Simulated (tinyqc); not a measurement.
Width of layer A: type-II superlattice in the two-band Kane model.

Motion along the axis, period d = a + b, c = hbar^2/2m0. Conduction and light-hole bands couple: (E - Ec)(E - Ev) = Ep c k^2 in each layer, with mass m(E) = (E - Ev)/Ep, which may be negative. The conduction envelope psi and psi'/m(E) are continuous; a layer carries them by [[cos kt, (m/k) sin kt], [-(k/m) sin kt, cos kt]] (cosh and sinh for k^2 < 0), and cos(q d) = tr(M_B M_A)/2. C1 is the first miniband above EvB, with its bottom at tr/2 = +1 and its top at -1; the gap is the bottom of C1 less the top heavy-hole level HH1.

Heavy holes are uncoupled: with e = EvB - E, p = sqrt(mhB e/c), w = sqrt(mhA (EvB - EvA - e)/c), the top level HH1 at q = 0 solves (p/mhB) tan(p b/2) = (w/mhA) tanh(w a/2).

Constants: hbar^2/2m0 = 3.80998211 eV angstrom^2; hc = 1239.841984 eV nm.

Values chosen for the exercise (near those of an InAs/GaSb superlattice; not measured data):

| symbol | value | unit | meaning |
|---|---|---|---|
| b | 57 | angstrom | layer B |
| EcA | 0 | eV | conduction edge of A |
| EvA | -0.417 | eV | valence edge of A |
| EcB | 0.986 | eV | conduction edge of B |
| EvB | 0.167 | eV | valence edge of B |
| EpA | 14.6 | eV | coupling energy in A |
| EpB | 17.9 | eV | coupling energy in B |
| mhA | 0.36 | m0 | heavy hole in A |
| mhB | 0.28 | m0 | heavy hole in B |
| As | (19, 28, 35, 45, 56, 67, 74) | angstrom | widths of layer A |

Bottom of C1 (tr/2 = +1, above EvB), HH1, the gap and hc/gap; widths at which C1 no longer starts above EvB are left out.

Results:

| a (angstrom) | C1 (eV) | HH1 (eV) | gap (meV) | cut-off (micrometre) |
|---|---|---|---|---|
| 19 | 0.5569 | 0.1382 | 418.7 | 2.96 |
| 28 | 0.4193 | 0.1380 | 281.3 | 4.41 |
| 35 | 0.3441 | 0.1380 | 206.1 | 6.01 |
| 45 | 0.2671 | 0.1379 | 129.1 | 9.60 |
| 56 | 0.2085 | 0.1379 | 70.5 | 17.58 |

From a = 19 to 56 angstrom C1 falls by 348 meV while HH1 moves by -0.2 meV, so layer A tunes the gap, from 419 to 71 meV. The cut-off shifts by 0.161 micrometre per angstrom at the thin end and 0.725 at the thick end: long wavelengths need tight control of the thickness.

(tinyqc, `OMP_NUM_THREADS=1 python tinyqc.py 1252477 1252478 out.jsonl`, Intel(R) Xeon(R) Processor @ 2.30GHz, 1 thread, shared host, about 0.04 s.)
